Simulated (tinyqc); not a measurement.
Inside a calculation: effective mass of the conduction band from tabulated energies. Values are carried at full precision from step to step, so a last printed digit may differ when a step is redone from the rounded ones.

c = hbar^2/2m0.
Constants: hbar^2/2m0 = 3.80998211 eV angstrom^2; kB = 8.617333262e-05 eV/K.

Parameters, chosen for this exercise (out of a larger set: band of an eight-band Kane model near GaAs; not measured data): T = 77 K (temperature).

## Finite differences

Energies along [111], from the band edge:
```
k (1/angstrom)   E (meV)
0.00000           0.0000
0.00720           2.9370
0.01440          11.6718
0.02160          25.9841
0.02880          45.5338
0.03600          69.8954
0.04320          98.5931
0.05040         131.1349
0.05760         167.0375
```

reference mass (curvature of the model at k = 0.0001 1/angstrom) = 0.06710 m0

The band is even in k. m = c k^2/E(k) from the points 1, 2, 4 (k = 0 is point 0); Richardson from points 1 and 2: c/m = [16 E(k1) - E(k2)]/(12 k1^2).

m from points 1, 2, 4 (m0): [0.06725, 0.06769, 0.06940]

m by Richardson = 0.06710 m0

Errors against the reference: +0.22, +0.88 and +3.43 % and +0.01 %. The extrapolation removes the k^4 term.

## Least squares over all points

Fit E = a k^2 (a = sum k^2 E/sum k^4), then E = a k^2 + b k^4 from the normal equations; E in eV; m = c/a.

sums of k^4, k^6, k^8: [2.3574e-05, 6.2268e-08, 1.7827e-10]

sums of k^2 E, k^4 E: [0.0012143, 3.1831e-06]

a, one term = 51.512 eV angstrom^2

a and b, two terms: [56.21, -1777]

m, one and two terms (m0): [0.07396, 0.06779]

The parabola over all points errs by +10.2 % because the weights k^4 favour the outer points; the second term brings the error to +1.0 %.

## The non-parabolic form

E (1 + alpha E) = c k^2/m means that y = c k^2/E is a straight line in E with intercept m and slope m alpha. Fit the line by unweighted least squares over points 1 to 8, E in eV.

y (m0): [0.06725, 0.06769, 0.06841, 0.06940, 0.07064, 0.07212, 0.07380, 0.07568]

m = 0.06708 m0
alpha = 0.765 1/eV

The intercept errs by -0.03 %. The model has Eg = 1.51 eV, and for two bands alpha is near 1/Eg = 0.66 1/eV.

## Which mass for which use

From the fitted m and alpha: momentum mass at energy E, m (1 + 2 alpha E); curvature mass m (1 + 2 alpha E)^3; thermal factors to first order in alpha kT: density of states Nc (1 + 15 alpha kT/4), conductivity mass m (1 + 5 alpha kT). Take E = 3 kT/2.

alpha kT = 0.0051
momentum mass = 0.06810 m0
curvature mass = 0.07019 m0
factor on Nc = 1.0190
thermal conductivity mass = 0.06878 m0

alpha kT is small, so first order serves.

## Checks

- Two-term fit by normal equations against a least-squares routine: both 56.2055.

tinyqc: `OMP_NUM_THREADS=1 python tinyqc.py 1880605 1880606 out.jsonl`; about 0.01 s, one thread, shared Intel(R) Xeon(R) Processor @ 2.30GHz.
